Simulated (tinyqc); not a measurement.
Straight dislocations in isotropic elasticity: fields, energies, partials, Peierls stress and walls: one step, computed by the program tinyqc. Command: `OMP_NUM_THREADS=1 python tinyqc.py 3023066 3023067 out.jsonl disloc walk`. One thread of a shared host (Intel(R) Xeon(R) Processor @ 2.30GHz), about 0.01 s of CPU time with the checks.

The line runs along z, the glide plane is y = 0, and beta is the angle between b and the line (0 screw, 90 degrees edge): b_e = b sin(beta) along +x with the extra half plane at y > 0, b_s = b cos(beta). Stress is positive in tension.

Question. Force on a second, equal dislocation at that point; binding of a solute. Peach-Koehler force per length on a parallel dislocation with the same b: in the glide plane F_x = s_xy b_e + s_yz b_s, normal to it F_y = -(s_xx b_e + s_xz b_s), which drives climb of the edge part or cross-slip of a screw. A solute with misfit volume dV has the energy p dV, and its dilute concentration is scaled by exp(-p dV/(k_B T)).

Inputs (values chosen for the exercise, for a model fcc or diamond crystal): Burgers vector b = 3.832 angstrom; misfit volume of a solute dV = -5.7 angstrom^3; temperature T = 650 K.

Character: 60-degree.

stress (MPa):
```
           x          y          z
x  -532.7777  -114.1666  -171.3768
y  -114.1666  -228.3333    85.6884
z  -171.3768    85.6884  -167.4444
```

pressure p = 309.5185 MPa

Constants: 1 eV/angstrom^3 = 160.2176634 GPa; k_B = 8.617333262e-05 eV/K.

Give: glide force F_x; normal force F_y; solute energy; concentration ratio.

Answer.

glide force F_x = -21.47 mN/m

normal force F_y = 209.6 mN/m

solute energy = -11.01 meV

concentration ratio = 1.217
